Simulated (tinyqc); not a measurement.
## Front-illuminated p-i-n photodiode, quantum efficiency and bandwidth: efficiency and bandwidth against the diameter

Light enters through a p layer (0 to xp), a depleted layer (xp to xp + wi) and a thick n substrate, decaying as exp(-al x); one pass, no back reflection. Carriers made in the depleted layer are all collected; those in the neutral layers diffuse.

k = al Ln, s = S Ln/Dn, e = exp(-al xp); front layer f1 = (k/(k^2 - 1)) {[s + k - e (s cosh(xp/Ln) + sinh(xp/Ln))]/[s sinh(xp/Ln) + cosh(xp/Ln)] - k e}; depleted layer f2 = e (1 - exp(-al wi)); substrate f3 = e exp(-al wi) al Lp/(1 + al Lp); external efficiency (1 - Rf)(f1 + f2 + f3); responsivity = efficiency q lam/(h c). Drift response for pairs made in the depleted layer, a = al wi, g = 1 - exp(-a), u = 2 pi i f, te = wi/ve, th = wi/vh: electrons He = [g - a (exp(-a) - exp(-u te))/(u te - a)]/(u te g), holes Hh = [g - a (1 - exp(-a - u th))/(a + u th)]/(u th g); C = eps0 eps_r pi (dia/2)^2/wi + Cp; total |He + Hh|/sqrt(1 + (2 pi f RL C)^2), for the current of the depleted layer alone. Limits are the frequencies at which each factor falls to 1/sqrt(2); inverse-square sum (f_transit^-2 + f_RC^-2)^(-1/2); the diffusion currents f1 and f3 are left out of the bandwidth.

Values chosen for this exercise; values close to those of silicon at this wavelength:
- lam = 532 nm (wavelength)
- al = 7780 1/cm (absorption coefficient)
- Rf = 0.02 (reflectance of the front face)
- eps_r = 11.1 (relative permittivity)
- xp = 0.069 um (thickness of the front p layer)
- wi = 2.3 um (thickness of the depleted layer)
- Dn = 12 cm^2/s (electron diffusion coefficient in the p layer)
- Ln = 1.1 um (electron diffusion length in the p layer)
- S = 800 cm/s (recombination velocity of the front surface)
- Lp = 5.2 um (hole diffusion length in the thick n substrate)
- ve = 9.65e6 cm/s (electron drift velocity)
- vh = 6.93e6 cm/s (hole drift velocity)
- RL = 50 ohm (load resistance)
- Cp = 6 fF (parasitic capacitance)

Constants: q = 1.602176634e-19 C, h = 6.62607015e-34 J s, c = 299792458 m/s, eps0 = 8.8541878128e-14 F/cm where lengths are in cm. Results are converted to the units shown.

The same in every row: f2 = 0.7894; f1 + f3 = 0.1791; responsivity (A/W) = 0.4073; transit limit (GHz) = 20.58.

Result of one run:

| dia (um) | RC limit (GHz) | 3 dB bandwidth (GHz) | inverse-square sum (GHz) | bandwidth x (1 - Rf) f2 (GHz) |
|---|---|---|---|---|
| 100 | 9.318 | 8.281 | 8.488 | 6.406 |

What becomes of these results when the diameter dia is changed from 100 to 500 um, all else the same?

Result of the changed run:

| dia (um) | RC limit (GHz) | 3 dB bandwidth (GHz) | inverse-square sum (GHz) | bandwidth x (1 - Rf) f2 (GHz) |
|---|---|---|---|---|
| 500 | 0.3791 | 0.3790 | 0.3790 | 0.2932 |

The whole series:

| dia (um) | RC limit (GHz) | 3 dB bandwidth (GHz) | inverse-square sum (GHz) | bandwidth x (1 - Rf) f2 (GHz) |
|---|---|---|---|---|
| 5 | 465.4 | 20.55 | 20.56 | 15.90 |
| 10 | 340.2 | 20.52 | 20.54 | 15.88 |
| 20 | 163.9 | 20.35 | 20.42 | 15.74 |
| 50 | 35.41 | 17.18 | 17.79 | 13.29 |
| 100 | 9.318 | 8.281 | 8.488 | 6.406 |
| 200 | 2.361 | 2.340 | 2.345 | 1.810 |
| 500 | 0.3791 | 0.3790 | 0.3790 | 0.2932 |
| 1000 | 0.09483 | 0.09483 | 0.09483 | 0.07336 |

As dia goes from 5 to 1000, the responsivity stays at 0.407 A/W and the bandwidth falls from 20.5 to 0.0948 GHz. The RC limit is the lower one for dia = 100, 200, 500, 1000, the transit limit elsewhere. Adding inverse squares of the two limits is within 3.5 % of the full result.

Computed by the program tinyqc: `OMP_NUM_THREADS=1 python tinyqc.py 2250021 2250022 out.jsonl`, one thread of a shared Intel Xeon 2.30GHz, about 0.01 s for the whole run.
